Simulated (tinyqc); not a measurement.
Convergence with the mesh in the empty well.

In an empty well of width L and depth Vb, level k solves kw L/2 = (k - 1) pi/2 + arctan(sqrt((mw/mb)(Vb - E)/E)) with kw = sqrt(mw E/C), C = hbar^2/(2 m0). Mesh: N intervals across the well, hz = L/N, nodes at (i + 1/2) hz from an edge, mass (mw + mb)/2 on the interval that holds an interface, walls 3 L outside the edges; H_ii = C (1/m_(i-1/2) + 1/m_(i+1/2))/hz^2 + V_i, H_(i,i+1) = -C/(m_(i+1/2) hz^2). No field, no charge.

Inputs (values chosen for the exercise); material values close to those of In0.53Ga0.47As in InP:

| symbol | value | unit | meaning |
|---|---|---|---|
| mw | 0.0411 | m0 | mass along z in the well |
| mb | 0.0814 | m0 | mass along z in the barriers |
| Vb | 0.254 | eV | barrier height |
| L | 39.6 | nm | well width |

Constants: q = 1.602176634e-19 C, hbar = 1.054571817e-34 J s, m0 = 9.1093837015e-31 kg, hbar^2/(2 m0) = 0.0380998212 eV nm^2. Results are converted to the units shown.

The same in every row: exact E1 (meV) = 4.526.

Convergence with the mesh in the empty well:

| N | E1 on the mesh (meV) | error (%) |
|---|---|---|
| 4 | 2.603 | -42.5 |
| 8 | 3.565 | -21.2 |
| 16 | 4.171 | -7.85 |
| 32 | 4.422 | -2.30 |
| 64 | 4.498 | -0.603 |
| 128 | 4.519 | -0.153 |

The error goes from -42 % to -0.15 %; between N = 32 and 64 it shrinks by a factor of 3.8, the 4 of a second-order scheme.

Program tinyqc, `OMP_NUM_THREADS=1 python tinyqc.py 2140014 2140015 out.jsonl`; Intel Xeon 2.30GHz, shared host, one thread, about 0.3 s.
